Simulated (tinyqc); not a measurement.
Quasi-harmonic thermal expansion with mode Grueneisen parameters: one step, computed by the program tinyqc.

A crystal with two atoms a cell; per atom there are 1 transverse acoustic (TA), 1/2 longitudinal acoustic (LA) and 3/2 optical (O) modes. Every frequency of group i scales as nu_i (V/V0)^(-gamma_i). Each group has one frequency. Static energy: E = (9 V0 B0/16) [y^3 B' + y^2 (2 - 4 y)], y = (V0/V)^(2/3) - 1, with pressure P_s = (3 B0/2) (z^7 - z^5) [1 + (3/4)(B' - 4)(z^2 - 1)], z = (V0/V)^(1/3).

Problem. Mode groups at the static volume. For a mode with x = h nu/(k_B T), n = 1/(exp(x) - 1): U = h nu (n + 1/2), C/k_B = x^2 n (n + 1); U_i and C_i sum these over group i with its weight per atom. Phonon pressure P_ph = sum_i gamma_i U_i/V.

Inputs (values chosen for the exercise, modelled on diamond):
```
quantity                       value             unit
static volume V0                5.67  angstrom^3/atom
frequency nu_TA                 20.9              THz
frequency nu_LA                 30.5              THz
frequency nu_O                  37.2              THz
Grueneisen parameter gamma_TA   0.49                -
Grueneisen parameter gamma_LA   0.98                -
Grueneisen parameter gamma_O       1                -
temperature T                    300                K
```

Acoustic groups: Einstein.

Constants: h x 1 THz = 4.135667696 meV; k_B = 8.617333262e-05 eV/K; 1 eV/angstrom^3 = 160.2176634 GPa.

Give: Groups; phonon pressure at V0.

Solution.

Groups:
```
group  h nu_i/(k_B T)  U_i (meV)  C_i (k_B)  gamma_i C_i (k_B)
TA              3.343      46.38     0.4242             0.2079
LA              4.879      32.02    0.09189            0.09005
O               5.951      116.0     0.1390             0.1390
```

phonon pressure at V0 = 4.806 GPa
